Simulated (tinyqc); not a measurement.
Worked calculation: UHF in the sto-6g basis, for H4+, spin multiplicity 2. One step of it, computed by the program tinyqc.

Question. Iteration 2: building the Fock matrix. J_ij = sum D_kl (ij|kl) with D = D(alpha) + D(beta), K_ij = sum D_kl (ik|jl) for each spin; F = H + J - K(s); E = tr D H + tr D J / 2 - 0.5 sum_s tr D(s) K(s) + E_nn.

D(alpha) after iteration 1, lower triangle:
```
           1H 1s      2H 1s     3H 1s     4H 1s
1H 1s   0.189959
2H 1s   0.289687   0.505146
3H 1s  -0.085883  -0.018088  0.505146
4H 1s  -0.092528  -0.085883  0.289687  0.189959
```

D(beta) after iteration 1, lower triangle:
```
          1H 1s     2H 1s     3H 1s     4H 1s
1H 1s  0.043356
2H 1s  0.099851  0.249684
3H 1s  0.099851  0.249684  0.249684
4H 1s  0.043356  0.099851  0.099851  0.043356
```

core Hamiltonian H = T + V (hartree), lower triangle:
```
           1H 1s      2H 1s      3H 1s      4H 1s
1H 1s  -1.439510
2H 1s  -1.069679  -1.657517
3H 1s  -0.166514  -0.620474  -1.657517
4H 1s  -0.035643  -0.166514  -1.069679  -1.439510
```

Two-electron integrals (ij|kl) in chemists' order, unique and non-zero (hartree):
```
(11|11) 0.774999   (21|11) 0.361969   (21|21) 0.207871   (22|11) 0.514567
(22|21) 0.361969   (22|22) 0.774999   (31|11) 0.034578   (31|21) 0.022164
(31|22) 0.044444   (31|31) 0.003047   (32|11) 0.105663   (32|21) 0.076363
(32|22) 0.174616   (32|31) 0.012543   (32|32) 0.057316   (33|11) 0.234652
(33|21) 0.165020   (33|22) 0.376892   (33|31) 0.034578   (33|32) 0.174616
(33|33) 0.774999   (41|11) 0.005908   (41|21) 0.003832   (41|22) 0.007806
(41|31) 0.000572   (41|32) 0.002452   (41|33) 0.007806   (41|41) 0.000115
(42|11) 0.021851   (42|21) 0.015414   (42|22) 0.034578   (42|31) 0.002694
(42|32) 0.012543   (42|33) 0.044444   (42|41) 0.000572   (42|42) 0.003047
(43|11) 0.110838   (43|21) 0.075233   (43|22) 0.165020   (43|31) 0.015414
(43|32) 0.076363   (43|33) 0.361969   (43|41) 0.003832   (43|42) 0.022164
(43|43) 0.207871   (44|11) 0.168305   (44|21) 0.110838   (44|22) 0.234652
(44|31) 0.021851   (44|32) 0.105663   (44|33) 0.514567   (44|41) 0.005908
(44|42) 0.034578   (44|43) 0.361969   (44|44) 0.774999
```

nuclear repulsion = 2.21387224 hartree

Give: Coulomb J; exchange K(alpha); exchange K(beta); F(alpha); F(beta); total energy of this density.

Answer.

Coulomb J (hartree), lower triangle:
```
       1H 1s  2H 1s  3H 1s  4H 1s
1H 1s  1.204
2H 1s  0.765  1.537
3H 1s  0.108  0.459  1.537
4H 1s  0.022  0.108  0.765  1.204
```

exchange K(alpha) (hartree), lower triangle:
```
        1H 1s  2H 1s  3H 1s  4H 1s
1H 1s   0.455
2H 1s   0.451  0.649
3H 1s   0.066  0.209  0.649
4H 1s  -0.003  0.066  0.451  0.455
```

exchange K(beta) (hartree), lower triangle:
```
       1H 1s  2H 1s  3H 1s  4H 1s
1H 1s  0.178
2H 1s  0.228  0.402
3H 1s  0.125  0.260  0.402
4H 1s  0.062  0.125  0.228  0.178
```

F(alpha) (hartree), lower triangle:
```
        1H 1s   2H 1s   3H 1s   4H 1s
1H 1s  -0.691
2H 1s  -0.756  -0.770
3H 1s  -0.125  -0.371  -0.770
4H 1s  -0.011  -0.125  -0.756  -0.691
```

F(beta) (hartree), lower triangle:
```
        1H 1s   2H 1s   3H 1s   4H 1s
1H 1s  -0.414
2H 1s  -0.533  -0.523
3H 1s  -0.184  -0.422  -0.523
4H 1s  -0.076  -0.184  -0.533  -0.414
```

total energy of this density = -1.68241 hartree

This density is a damped mixture and is not idempotent.
